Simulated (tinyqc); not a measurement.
Changing the barrier E2 (exchange): five-frequency model of solute diffusion by vacancies in an fcc metal. Computed by tinyqc, a small Python program. Command: `OMP_NUM_THREADS=1 python tinyqc.py 3018957 3018958 out.jsonl fivefreq sweep`. One thread of a shared host (Intel(R) Xeon(R) Processor @ 2.30GHz), about 0.01 s of CPU time with the checks.

A vacancy next to the solute exchanges with it (w2), jumps to one of 4 sites that also neighbour the solute (w1) or to one of 7 that do not (w3); w4 is the reverse of w3 and w0 the host jump.

Inputs (values chosen for the exercise, for a model solute in a host close to gold):
```
quantity                                       value      unit
barrier E0 (host jump)                         0.723        eV
barrier E1 (vacancy circles the solute)        0.881        eV
barrier E3 (dissociation)                      0.671        eV
binding energy E_b (positive for attraction)  -0.019        eV
vacancy formation energy E_f                   0.931        eV
formation entropy S_f                            2.8       k_B
attempt frequency nu                             7.4       THz
lattice constant a                              4.08  angstrom
temperature T                                    607         K
```

Constants: k_B = 8.617333262e-05 eV/K.

Method:
- w_i = nu exp(-E_i/(k_B T)); detailed balance gives E4 = E3 - E_b.
- Manning: with y = w4/w0, 7F = 7 - (10 y^4 + 180.5 y^3 + 927 y^2 + 1341 y)/(2 y^4 + 40.2 y^3 + 254 y^2 + 597 y + 436); f2 = (2 w1 + 7F w3)/(2 w2 + 2 w1 + 7F w3).
- The mean cosine between successive solute jumps follows from f2 = (1 + c)/(1 - c).
- c_v = exp(S_f - E_f/(k_B T)); host D0 = a^2 c_v w0 x 0.7815; solute D2 = a^2 c_v exp(E_b/(k_B T)) w2 f2; 1 angstrom^2 = 1e-16 cm^2.

One run for each value:
```
barrier E2 (exchange) (eV)  correlation factor f2  ratio D2/D0  solute diffusivity D2 (cm^2/s)
0.32                                   2.7003e-03   5.3302e+00                      1.5613e-14
0.41                                   1.4904e-02   5.2650e+00                      1.5422e-14
0.50                                   7.7953e-02   4.9280e+00                      1.4435e-14
0.59                                   3.2085e-01   3.6298e+00                      1.0632e-14
0.67                                   6.8558e-01   1.6804e+00                      4.9222e-15
0.76                                   9.2415e-01   4.0538e-01                      1.1874e-15
0.85                                   9.8552e-01   7.7363e-02                      2.2660e-16
0.94                                   9.9738e-01   1.4011e-02                      4.1040e-17
1.00                                   9.9917e-01   4.4575e-03                      1.3056e-17
```

Describe and explain the trends.

Over the rows, correlation factor f2 rises from 0.00270 to 0.999 (exponent d ln y / d ln x 6.9 between the first rows and 0.029 between the last); ratio D2/D0 falls from 5.33 to 0.00446 (exponent d ln y / d ln x -0.050 between the first rows and -19 between the last); solute diffusivity D2 (cm^2/s) falls from 1.56e-14 to 1.31e-17 (exponent d ln y / d ln x -0.050 between the first rows and -19 between the last). Lowering E2 helps only until exchange outruns the other jumps: over the first step D2 changes by a factor 1.01, over the last by 3.14.
